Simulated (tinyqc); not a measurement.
Inside a calculation. Method: plane-wave Kohn-Sham cycle with exchange-only LDA in a layered model solid. One step of it, computed by the program tinyqc.

Problem. Iteration 1: levels at that k. Diagonalise the Hermitian matrix.

H (hartree), lower triangle:
```
           -3         -2         -1         +0         +1         +2        +3
-3   2.018892
-2  -0.200000   0.690076
-1   0.000000  -0.200000  -0.079238
+0   0.000000   0.000000  -0.200000  -0.289051
+1   0.000000   0.000000   0.000000  -0.200000   0.060637
+2   0.000000   0.000000   0.000000   0.000000  -0.200000   0.969827
+3   0.000000   0.000000   0.000000   0.000000   0.000000  -0.200000  2.438518
```

Give: eigenvalues.

Solution.

eigenvalues (hartree): -0.4775  -0.0714  0.1444  0.7128  0.9870  2.0487  2.4656
